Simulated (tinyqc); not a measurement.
# Worked calculation: capacitance measurement on a leaky thin oxide: effects of series resistance and leakage

Computed by the program tinyqc: `OMP_NUM_THREADS=1 python tinyqc.py 2022038 2022039 out.jsonl`, one thread of a shared Intel Xeon 2.30GHz, about 0.01 s for the whole run. Printed values are rounded.

The device is a capacitance C in parallel with a leakage conductance G, in series with Rs and Ls. An impedance meter reports either a parallel pair (Cp, Gp) from Y = 1/Z = Gp + i w Cp or a series pair (Cs, Rm) from Z = Rm + 1/(i w Cs); w = 2 pi f, dissipation D = Gp/(w |Cp|).

Values chosen for this exercise; values of the order met in thin-oxide MOS capacitors: relative permittivity of the gate insulator (close to silicon dioxide) eox = 3.9; insulator thickness tox = 2.2 nm; gate area A = 400 um^2; oxide-equivalent thickness added by the accumulation layer zc = 0.49 nm; oxide-equivalent thickness added by gate depletion zp = 0 nm; gate leakage current density, not matched to the thickness Jg = 0.00013 A/cm^2; voltage for an e-fold rise of the leakage Vs = 0.31 V; series resistance Rs = 74 ohm; series inductance Ls = 0 nH; measuring frequency f = 1e5 Hz.

Constants: eps0 = 8.8541878128e-14 F/cm where lengths are in cm. Results are converted to the units shown.

## True capacitance and conductance

EOT = 3.9 tox/eox; CET = EOT + zc + zp; C = 3.9 eps0 A/CET; G = Jg A/Vs.

EOT = 2.2 nm
CET = 2.69 nm
C = 5.13477 pF
G = 0.00167742 uS

## What the meter reports

Z = Rs + i w Ls + 1/(G + i w C).

Z = (0.00235-3.09955i) x 1e5 ohm
Cp = 5.13477 pF
Gp = 0.00244767 uS
Cs = 5.13477 pF
D = 7.58669e-4

Cp is within 0.01 % of C and Cs is within 0.01 % of it; G Rs = 1.24e-7, w C Rs = 2.39e-4 and G/(w C) = 5.20e-4.
